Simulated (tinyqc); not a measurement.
Worked calculation: scattering rates of a carrier in a spherical band by Fermi's golden rule. Computed by tinyqc, a small Python program that keeps every step. Command: `OMP_NUM_THREADS=1 python tinyqc.py 3022404 3022405 out.jsonl scatter walk`. One thread of a shared host (Intel(R) Xeon(R) Processor @ 2.30GHz), about 0.01 s of CPU time with the checks. Intermediate numbers are printed to about 5 digits and carried at full precision; extremes and crossings named in words are read from the listed rows.

All processes here are isotropic or elastic, and the rate listed is the momentum relaxation rate.

Inputs (values chosen for the exercise, modelled on electrons in germanium):

| quantity | value | unit |
|---|---|---|
| density-of-states mass of one valley m | 0.222 | m_0 |
| non-parabolicity alpha | 0.64 | 1/eV |
| static permittivity eps_s | 16 | - |
| density rho | 5323 | kg/m^3 |
| sound velocity v_l | 5240 | m/s |
| acoustic deformation potential D_A | 9.9 | eV |
| phonon energy hbar w | 32.9 | meV |
| optical or intervalley deformation potential D_o | 4.5 | 1e8 eV/cm |
| final valleys Z_f | 3 | - |
| ionised impurity density N_I | 4e+16 | 1/cm^3 |
| temperature T | 100 | K |
| carrier energy E | 290 | meV |
| alloy fraction x | 0.12 | - |
| alloy potential U | 1.2 | eV |
| lattice constant a | 5.58 | angstrom |

Crystal: non-polar. Band: Kane. Impurity formula: Conwell-Weisskopf. Further scattering: alloy.

Constants: m_0 = 9.1093837015e-31 kg; e = 1.602176634e-19 C; hbar = 1.054571817e-34 J s; k_B = 8.617333262e-05 eV/K; k_B = 1.380649e-23 J/K; hbar = 6.582119569e-16 eV s; eps_0 = 8.8541878128e-12 F/m.

## The band at energy E

Kane band: hbar^2 k^2/(2 m) = E (1 + alpha E), speed v = hbar k/(m (1 + 2 alpha E)), states per spin, volume and energy g(E) = m k (1 + 2 alpha E)/(2 pi^2 hbar^2); overlap factors are set to 1. Masses are multiplied by m_0 and all formulas are in SI units.

wave number k = 1.4154 1/nm

speed v = 5.3829e+05 m/s

g(E) = 2.8645e+20 1/(eV cm^3)

Non-parabolicity raises g(E) by a factor 1.493 and changes the speed by a factor 0.794 against a parabolic band at the same E.

## Phonon occupation

Phonon occupation N_q = 1/(exp(hbar w/(k_B T)) - 1).

N_q = 0.022468

Above the threshold emission is favoured over absorption by (N_q + 1)/N_q = exp(hbar w/k_B T) = 45.5, apart from the density of final states.

## Acoustic phonons

Acoustic deformation potential (elastic, equipartition, absorption and emission together): 1/tau = 2 pi k_B T D_A^2 g(E)/(hbar rho v_l^2).

acoustic rate = 2.5316e+12 1/s

Caution: the largest acoustic phonon energy 2 hbar v_l k is not small against k_B T, so equipartition is a rough assumption.

## Optical or intervalley phonons

Optical or intervalley deformation potential: 1/tau = (pi Z_f D_o^2/(rho w)) [N_q g(E + hbar w) + (N_q + 1) g(E - hbar w)], with g = 0 below the band edge.

absorption rate = 8.1158e+10 1/s

emission rate = 3.0447e+12 1/s

Emission is 37.5 times absorption here.

## Ionised impurities

Singly charged impurities, momentum relaxation: 1/tau = N_I e^4 m (1 + 2 alpha E) Phi/(8 pi (eps_s eps_0)^2 hbar^3 k^3), with alpha = 0 for a parabolic band. Conwell-Weisskopf: Phi = ln(1 + y^2), y = 4 pi eps_s eps_0 E N_I^(-1/3)/e^2 (largest impact parameter N_I^(-1/3)/2).

y = 94.221

ionised-impurity rate = 3.9611e+10 1/s

## All rates at E

Alloy disorder: 1/tau = (2 pi/hbar) Omega x (1 - x) U^2 g(E), Omega = a^3/4 (other conventions for Omega rescale U). Rates add: 1/tau_m is the sum, and the mean free path is v tau_m.

Momentum relaxation rates:

| process | rate (1/s) | share (%) |
|---|---|---|
| acoustic | 2.5316e+12 | 10.656 |
| optical absorption | 8.1158e+10 | 0.34160 |
| optical emission | 3.0447e+12 | 12.815 |
| ionised impurity | 3.9611e+10 | 0.16673 |
| alloy | 1.8061e+13 | 76.020 |

momentum relaxation time tau_m = 42.091 fs

mean free path = 22.657 nm

The largest rate is alloy (76 %), then optical emission (13 %).

## Rates against energy

The formulas are those given above.

Momentum relaxation rates (1e12/s) and the total time:

| E (meV) | acoustic | optical absorption | optical emission | ionised impurity | alloy | tau_m (fs) |
|---|---|---|---|---|---|---|
| 3.3 | 0.1818 | 0.018525 | 0.0000 | 2.5887 | 1.297 | 244.72 |
| 8.2 | 0.2889 | 0.019888 | 0.0000 | 1.8091 | 2.061 | 239.31 |
| 16.0 | 0.4085 | 0.021952 | 0.0000 | 1.0603 | 2.914 | 227.01 |
| 30.0 | 0.5717 | 0.025427 | 0.0000 | 0.5679 | 4.079 | 190.70 |
| 36.0 | 0.6321 | 0.026851 | 0.2343 | 0.4670 | 4.510 | 170.36 |
| 49.0 | 0.7522 | 0.029840 | 0.5449 | 0.3319 | 5.366 | 142.34 |
| 72.0 | 0.9438 | 0.034913 | 0.8801 | 0.2135 | 6.733 | 113.57 |
| 120.0 | 1.3057 | 0.045068 | 1.4111 | 0.1166 | 9.315 | 82.01 |
| 200.0 | 1.8784 | 0.061778 | 2.1857 | 0.0627 | 13.401 | 56.85 |
| 330.0 | 2.8315 | 0.090096 | 3.4362 | 0.0337 | 20.200 | 37.61 |

The largest rate is ionised impurity at 3.30, alloy from 8.20 to 330 meV. Crossing hbar w = 32.9 meV opens emission: tau_m goes from 191 to 170 fs between the two rows around it. The impurity rate goes between the last rows as E^-1.24; the acoustic rate follows g(E) and grows by a factor 15.6 over the table (10.0 for a parabolic band). At 3.3 meV hbar/tau exceeds E/2, so the golden rule loses its meaning there.
